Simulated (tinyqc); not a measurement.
Debye-Callaway model of lattice thermal conductivity: one step, computed by the program tinyqc. Command: `OMP_NUM_THREADS=1 python tinyqc.py 3013198 3013199 out.jsonl callaway walk`. One thread of a shared host (Intel(R) Xeon(R) Processor @ 2.30GHz), about 0.01 s of CPU time with the checks.

Three acoustic branches with one velocity v, cut at omega_D = k_B Theta/hbar; x = hbar omega/(k_B T). v and Theta are separate inputs: Theta cuts off the heat-carrying modes, so C need not reach 3 k_B/V. gamma is an effective value that sets the umklapp rate.

Task: Scattering rates at one frequency. Rates: point defects A omega^4; umklapp B omega^2 T exp(-Theta/(b T)) with B = hbar gamma^2/(M v^2 Theta). Boundaries: v/L. The resistive time is tau_R = 1/(boundary + point-defect + umklapp rates), and the free path is v tau_R.

Inputs (values chosen for the exercise, modelled on germanium):
```
quantity,value,unit
sound velocity v,4050,m/s
Debye temperature Theta,365,K
mean atomic mass M,72.63,u
effective Grueneisen parameter gamma,2.29,-
umklapp exponent divisor b,2,-
Casimir length L,91,micrometre
temperature T,150,K
probe frequency omega/omega_D,0.14,-
```

Sample: crystal. Point defects: isotopes. Normal processes: left out.

Rayleigh coefficient A = 2.084607e-44 s^3

Constants: k_B = 1.380649e-23 J/K; hbar = 1.054571817e-34 J s; u = 1.6605390666e-27 kg.

Give: omega; Rates; tau_R; free path.

Result:

omega = 6.6900e+12 rad/s

Rates:
```
process,rate (1/s),rate x tau_R
boundaries,4.4505e+07,0.027654
point defects,4.1758e+07,0.025946
umklapp,1.5231e+09,0.94640
```

tau_R = 6.2136e-10 s

free path = 2516.5 nm

The strongest resistive process at this frequency: umklapp, 95 % of the resistive rate.
